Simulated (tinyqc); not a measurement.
Wafer and channel orientation: ellipsoidal valleys in the axes of a wafer and a channel.

Valleys with axes a along [111], [1-1-1], [-11-1] and [-1-11], one whole valley each; inverse mass tensor w = 1/mt + (1/ml - 1/mt) a a. Device axes: z = nz/|nz|, x = nx/|nx|, y = z cross x; in them a = (ax, ay, az). Confinement mass mz = 1/w_zz. In the plane w_ij is replaced by u_ij = w_ij - w_iz w_jz/w_zz (i, j = x, y); density-of-states mass md = 1/sqrt(det u); conductivity mass along x mc = 1/u_xx; ballistic transport mass mx = u_yy/det u, width mass my = 1/u_yy.

Hard walls: E_n = c (n pi/t)^2/mz, c = hbar^2/2m0, n = 1, 2, 3. Non-degenerate share of a valley proportional to md sum_n exp(-E_n/kT); mean 1/mc = sum of share/mc. 1 nm = 10 angstrom.

Constants: hbar^2/2m0 = 3.80998211 eV angstrom^2; kB = 8.617333262e-05 eV/K.

Inputs chosen for the exercise (near those of the L valleys of Ge; shifted at random, so the results belong to these values and not to a real crystal): ml = 1.553 m0 (longitudinal mass); mt = 0.082 m0 (transverse mass); t = 6.4 nm (thickness of the film); T = 300 K (temperature).

For each face/channel: the lowest ladder (mz, number of valleys, md, E1, share) and the mean conductivity mass over all valleys.

Results:

| face/channel | mz | valleys | md | E1 (meV) | share | mean mc |
|---|---|---|---|---|---|---|
| (100)/[011] | 0.120 | 4 | 0.295 | 76.6 | 1.000 | 0.1523 |
| (113)/[1-10] | 0.290 | 1 | 0.190 | 31.6 | 0.656 | 0.1081 |
| (110)/[1-10] | 0.223 | 2 | 0.217 | 41.3 | 0.904 | 0.0873 |
| (112)/[11-1] | 0.519 | 1 | 0.142 | 17.7 | 0.761 | 0.1927 |
| (111)/[1-10] | 1.553 | 1 | 0.082 | 5.9 | 0.838 | 0.0888 |
| (001)/[100] | 0.120 | 4 | 0.295 | 76.6 | 1.000 | 0.1523 |
| (110)/[001] | 0.223 | 2 | 0.217 | 41.3 | 0.904 | 0.4202 |

The mean conductivity mass is lowest, 0.0873, for (110)/[1-10] and highest, 0.4202, for (110)/[001]; the bulk value is 0.1198. The confinement energy is lowest on the face with the heaviest mz ((111), 6 meV). The density of states of the lowest ladder, valleys times md, runs between 0.082 and 1.181; a small value limits the charge through the quantum capacitance.

(tinyqc, `OMP_NUM_THREADS=1 python tinyqc.py 1880778 1880779 out.jsonl`, Intel(R) Xeon(R) Processor @ 2.30GHz, 1 thread, shared host, about 0.01 s.)
